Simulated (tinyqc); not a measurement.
Finite-difference solution of the diffusion equation on a small grid: one step, computed by the program tinyqc. Command: `OMP_NUM_THREADS=1 python tinyqc.py 3000392 3000393 out.jsonl fdiff walk`. One thread of a shared host (Intel(R) Xeon(R) Processor @ 2.30GHz), about 0.01 s of CPU time with the checks.

dC/dt = D d2C/dx2 on nodes x_j = j dx, j = 0..8; the far end is sealed.

Question. Amplification factors. The mode of M with eigenvalue mu has its amplitude multiplied per step by g = (1 + (1 - theta) r mu)/(1 - theta r mu), with theta = 0 explicit, 1 implicit, 1/2 Crank-Nicolson; the explicit scheme is stable for r up to 2/|mu_min|.

Boundary at x = 0: surface loss. Scheme: Crank-Nicolson.

operator M:
```
      0     1     2     3     4     5     6     7
0  -3.8   2.0   0.0   0.0   0.0   0.0   0.0   0.0
1   1.0  -2.0   1.0   0.0   0.0   0.0   0.0   0.0
2   0.0   1.0  -2.0   1.0   0.0   0.0   0.0   0.0
3   0.0   0.0   1.0  -2.0   1.0   0.0   0.0   0.0
4   0.0   0.0   0.0   1.0  -2.0   1.0   0.0   0.0
5   0.0   0.0   0.0   0.0   1.0  -2.0   1.0   0.0
6   0.0   0.0   0.0   0.0   0.0   1.0  -2.0   1.0
7   0.0   0.0   0.0   0.0   0.0   0.0   1.0  -2.0
8   0.0   0.0   0.0   0.0   0.0   0.0   0.0   2.0

      8
0   0.0
1   0.0
2   0.0
3   0.0
4   0.0
5   0.0
6   0.0
7   1.0
8  -2.0
```

mesh ratio r = 2.295

Give: eigenvalues mu of M; factors g; largest stable r of the explicit scheme.

Answer.

eigenvalues mu of M: -4.691  -3.949  -3.575  -2.945  -2.183  -1.412  -0.745  -0.270  -0.030

factors g: -0.6866  -0.6384  -0.6080  -0.5433  -0.4295  -0.2368  0.0781  0.5271  0.9339

largest stable r of the explicit scheme = 0.4264

The smallest factor is -0.687: the shortest waves flip sign at each step while they decay.
